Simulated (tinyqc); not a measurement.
Temperature and segregation coefficient: dopant redistribution at a moving silicon-oxide interface during parabolic oxidation. Computed by tinyqc, a small Python program. Command: `OMP_NUM_THREADS=1 python tinyqc.py 3014788 3014789 out.jsonl segox walk`. One thread of a shared host (Intel(R) Xeon(R) Processor @ 2.30GHz), about 0.01 s of CPU time with the checks.

Uniformly doped silicon is oxidised with x_ox = sqrt(B t); the interface advances into the silicon by alpha x_ox, alpha = 0.44. The dopant does not move in the oxide, and at the interface C(silicon) = m C(oxide).

Inputs (values chosen for the exercise, modelled on boron in silicon under dry oxygen):
```
quantity                                         value    unit
dopant prefactor D0                              0.996  cm^2/s
dopant activation energy E                        3.52      eV
oxidation prefactor B0                             737  um^2/h
oxidation activation energy E_B                   1.22      eV
segregation coefficient m = C(silicon)/C(oxide)   0.16       -
```

Constants: k_B = 8.617333262e-05 eV/K.

Method:
- D = D0 exp(-E/(k_B T)), converted with 1 cm^2/s = 3.6e11 um^2/h; B = B0 exp(-E_B/(k_B T)); s = alpha sqrt(B/(4 D)), the interface advance over 2 sqrt(D t).
- Temperatures in kelvin are T(C) + 273.15.
- With the dopant diffusivity D and s = alpha x_ox/(2 sqrt(D t)), in the silicon C = C_B + (C_s - C_B) erfc(y/(2 sqrt(D t)))/erfc(s), y from the original surface. Dopant balance at the interface gives C_s/C_B = 1/[1 + (1/(m alpha) - 1) g], g = sqrt(pi) s exp(s^2) erfc(s).

C_s/C_B:
```
T (C)       s   this m  m = 0.2  m = 1/alpha  m = 10
850    1.4426  0.08208  0.10228            1  2.8940
900    0.8694  0.09539  0.11844            1  2.2471
950    0.5461  0.11660  0.14396            1  1.7965
1000   0.3558  0.14683  0.17984            1  1.5152
1050   0.2394  0.18654  0.22611            1  1.3426
1100   0.1658  0.23532  0.28166            1  1.2348
1150   0.1179  0.29183  0.34428            1  1.1655
1200   0.0857  0.35383  0.41096            1  1.1197
```

What follows from these numbers?

s falls from 1.44 to 0.0857 as T rises, because diffusion has the larger activation energy (3.52 against 1.22 eV); the ratio for this m moves from 0.082 to 0.354, towards 1. At m = 1/alpha the oxide takes exactly what the silicon held, and nothing moves. The ratio does not depend on time, since both lengths grow as sqrt(t).
